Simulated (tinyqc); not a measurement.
Strained alloy layer of GaSb and GaAs on (001) InP, model-solid band line-up: one step of the calculation.

The layer is x parts of the first compound and 1 - x of the second, grown coherently on the third as substrate and barrier. Rows of the table: lattice constant a, average valence level Ea on an absolute scale, spin-orbit splitting so, gaps at Gamma, X and L, hydrostatic deformation potentials av and ac (Gamma), shear potential b, elastic constants, electron and heavy-hole (along z) masses. All are interpolated linearly in x; gaps get -C x (1 - x), taken wholly in the conduction band; real line-ups can differ from this model by 0.1 eV or more.

Task. Electron to heavy-hole transition of the well. In-plane strain e = (a_substrate - a)/a, e_z = -2 (c12/c11) e, volume change 2 e + e_z. With v = 2 e + e_z and d = 2 b (e_z - e): Eav = Ea + av v; E_hh = Eav + so/3 - d/2; E_lh = Eav - so/6 + d/4 + sqrt(so^2 + so d + 9 d^2/4)/2; E_c = Ea + so/3 + EG + ac v (Gamma). Substrate: E_v = Ea + so/3, E_c = E_v + EG. Well depths: dEc = E_c(substrate) - E_c, dEhh = E_hh - E_v(substrate), dElh likewise; strained Gamma gap E_c - max(E_hh, E_lh); positive values confine carriers in the layer.

Lowest level of a finite well of width Lw and depth V: kw Lw/2 = arctan(sqrt((mw/mb)(V - E)/E)), kw = sqrt(mw E/C), C = hbar^2/(2 m0), for electrons (dEc) and heavy holes (dEhh), mb from the substrate; transition E_c - E_hh + both levels, without exciton binding; wavelength h c/E.

Inputs (values chosen for the exercise):
- x = 0.53 (fraction of the first compound in the layer)
- CG = 1.43 eV (bowing of the Gamma gap)
- CX = 1.2 eV (bowing of the X gap)
- CL = 1.2 eV (bowing of the L gap)
- Lw = 13.6 nm (layer thickness)

Constants: q = 1.602176634e-19 C, hbar = 1.054571817e-34 J s, h = 6.62607015e-34 J s, m0 = 9.1093837015e-31 kg, c = 299792458 m/s, hbar^2/(2 m0) = 0.0380998212 eV nm^2. Results are converted to the units shown.

Binary compounds, values chosen for the exercise:
```
	close to GaSb	close to GaAs	close to InP
a (angstrom)	6.096	5.653	5.869
Ea (eV)	-6.25	-6.92	-7.04
so (eV)	0.756	0.335	0.11
EG (eV)	0.721	1.41	1.36
EX (eV)	1.04	1.89	2.18
EL (eV)	0.821	1.71	1.92
av (eV)	0.799	1.17	1.28
ac (eV)	-6.81	-7.25	-5.05
b (eV)	-1.99	-1.69	-1.69
c11 (GPa)	88.6	117	100
c12 (GPa)	39.7	54.2	55.5
me (m0)	0.039	0.0673	0.0805
mh (m0)	0.246	0.355	0.53
```

Give: electron mass in the layer; heavy-hole mass in the layer; electron level; heavy-hole level; transition energy; wavelength.

Result.

electron mass in the layer = 0.052301 m0
heavy-hole mass in the layer = 0.29723 m0
electron level = 9.2753 meV
heavy-hole level = 5.7747 meV
transition energy = 0.72011 eV
wavelength = 1721.7 nm

Program tinyqc, `OMP_NUM_THREADS=1 python tinyqc.py 2690042 2690043 out.jsonl`; Intel Xeon 2.30GHz, shared host, one thread, about 0.01 s.
